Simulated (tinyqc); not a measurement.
Transfer length from front and end resistance.

Question. A contact of length d and width W has Rc = (Rsh Lt/W) coth(d/Lt) and Re = (Rsh Lt/W)/sinh(d/Lt), with Rsh the sheet resistance under the metal and Lt = sqrt(rc/Rsh). Find Lt, Rsh and rc.

Inputs (values chosen for the exercise): contact length d = 0.18 um; contact width W = 0.67 um.

Rc = 18.532579 ohm
Re = 1.1343439 ohm

Answer. Rc/Re = cosh(d/Lt) gives Lt, and Re then gives Rsh.

Lt = 0.0516 um
Rsh = 240 ohm/sq
rc = 6.40e-9 ohm cm^2

Numbers from tinyqc (`OMP_NUM_THREADS=1 python tinyqc.py 2760143 2760144 out.jsonl`; about 0.01 s on one thread of a shared Intel Xeon 2.30GHz).
